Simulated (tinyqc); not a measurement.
A ladder of methods, and size consistency: correlation methods against full CI in the 3-21g basis, for H2, spin multiplicity 1. Computed by the program tinyqc with PySCF. All electrons correlated; +Q is the Davidson correction (1 - c0^2) E_corr. The last columns treat two copies 100 angstrom apart as one system. FCI is the lowest singlet.

Geometry (angstrom):
```
atom       x       y       z
H     0.0000  0.0000  0.0000
H     0.0000  0.0000  1.0310
```

RHF energy of one = -1.085554 hartree

Correlation energies (hartree):
```
method   E_corr of one  share of FCI (%)  E_corr of two at 100 angstrom  two minus twice one (mhartree)
MP2           -0.02060            62.491                       -0.04120                           0.000
CISD          -0.03297           100.000                       -0.06401                           1.920
CISD+Q        -0.03399           103.103                       -0.06762                           0.358
CCSD          -0.03297           100.000                       -0.06593                           0.000
CCSD(T)       -0.03297           100.000                       -0.06593                           0.000
FCI           -0.03297           100.000                              -                               -
```

What does the comparison show, and why?

MP2 recovers 62 %, CISD 100.0 % and CCSD 100.0 % of the FCI value (c0^2 = 0.969 in CISD). MP2 and coupled cluster are size consistent, so their last column vanishes; CISD loses 1.92 mhartree, since a double excitation on each copy is a quadruple of the pair, and the Davidson correction leaves +0.36. With two electrons, or one virtual orbital, CISD and CCSD are exact for one copy, so +Q overshoots there.
